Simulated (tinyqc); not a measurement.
From screening to the Mott criterion: hydrogenic impurity: series, fields, screening, photoionisation and donor-acceptor pairs. Computed by tinyqc, a small Python program. Command: `OMP_NUM_THREADS=1 python tinyqc.py 3005283 3005284 out.jsonl hydrogenic walk`. One thread of a shared host (Intel(R) Xeon(R) Processor @ 2.30GHz), about 0.01 s of CPU time with the checks.

One isotropic, parabolic band. Effective units: Ry* and a*, in which H = -nabla^2 - 2/r.

Inputs (values chosen for the exercise, for a model semiconductor): electron mass m = 0.43 m_0; dielectric constant eps = 11.5; donor density N = 7e+17 cm^-3.

Parts treated: screening and pairs.

Constants: Ry = 13.605693123 eV; a_0 = 0.529177210903 angstrom; h x 1 THz = 4.135667696 meV.

Method:
- Ry* = Ry m/eps^2, a* = a_0 eps/m; level n is bound by Ry*/n^2; <r> = (3/2) a* in 1s; lines 1s -> np at Ry* (1 - 1/n^2); 1 THz = 4.135667696 meV.
- Thomas-Fermi screening by N free electrons of one valley, taken as a degenerate gas (the hypothesis that all donors are ionised): q a* = sqrt(4 k_F a*/pi), k_F = (3 pi^2 N)^(1/3).
- Screened potential -(2/r) exp(-q r). Basis exp(-zeta r), zeta_k = 0.02 x 1.6^k, k = 0..23: S = 2/s^3, T = zeta_i zeta_j S, V = -2/(s + q)^2 with s = zeta_i + zeta_j; overlap eigenvalues below 1e-11 are dropped.
- First order: 1 - 2 q a*. One exponent: the maximum over zeta of 8 zeta^3/(2 zeta + q)^2 - zeta^2 (golden section on 0.01 to 1.2).

a* = 14.1524 angstrom

Binding (Ry*):

| N^(1/3) a* | N (cm^-3) | q a* | first order | one exponent | basis |
|---|---|---|---|---|---|
| 0.0025 | 5.5122e+12 | 0.09923 | 0.80153 | 0.81543 | 0.81544 |
| 0.0075 | 1.4883e+14 | 0.17188 | 0.65624 | 0.69630 | 0.69639 |
| 0.0190 | 2.4197e+15 | 0.27357 | 0.45286 | 0.54937 | 0.54983 |
| 0.0380 | 1.9358e+16 | 0.38689 | 0.22623 | 0.40980 | 0.41123 |
| 0.0630 | 8.8212e+16 | 0.49815 | 0.00370 | 0.29476 | 0.29794 |
| 0.0940 | 2.9302e+17 | 0.60849 | -0.21699 | 0.20007 | 0.20586 |
| 0.1300 | 7.7507e+17 | 0.71559 | -0.43118 | 0.12507 | 0.13429 |

What does the comparison show, and why?

The binding falls from 0.815 to 0.134 Ry*. First order, a constant shift of the potential, overshoots and turns negative from q a* = 0.5. One exponent loses the state at q a* = 1 (N^(1/3) a* = 0.254, the classic form of the Mott criterion); the full basis keeps it to 1.19. The dilute rows are formal, since there the electrons are bound or non-degenerate.

Extremes, crossings and ranges named in words are read from the listed rows.
